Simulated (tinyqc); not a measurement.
Plane-wave Kohn-Sham cycle with exchange-only LDA in a layered model solid, step by step. One step of it, computed by the program tinyqc.

Question. Iteration 2: Hamiltonian at one k. H(m,m') = (k + G_m)^2/2 delta + V(G_m - G_m'), with V(-G) = V(G).

A solid whose potential varies along x alone (atomic units):
```
parameter                      value
period a                   12.900000
cross-section of the cell  13.000000
electrons per cell                 2
grid points                       16
plane waves -n..n, n               3
k points                           3
V1 in V1 cos(2 pi x/a)     -0.540000
```

V(G_m), m = 0, 1, 2, ... (hartree): -0.196598  0.101377  0.040165  0.007742  0.002613  0.000474  -0.000124

k = 0.000000 2 pi / a

Give: H.

Answer.

H (hartree), lower triangle:
```
         -3      -2       -1       +0       +1      +2      +3
-3   0.8710
-2   0.1014  0.2779
-1   0.0402  0.1014  -0.0780
+0   0.0077  0.0402   0.1014  -0.1966
+1   0.0026  0.0077   0.0402   0.1014  -0.0780
+2   0.0005  0.0026   0.0077   0.0402   0.1014  0.2779
+3  -0.0001  0.0005   0.0026   0.0077   0.0402  0.1014  0.8710
```
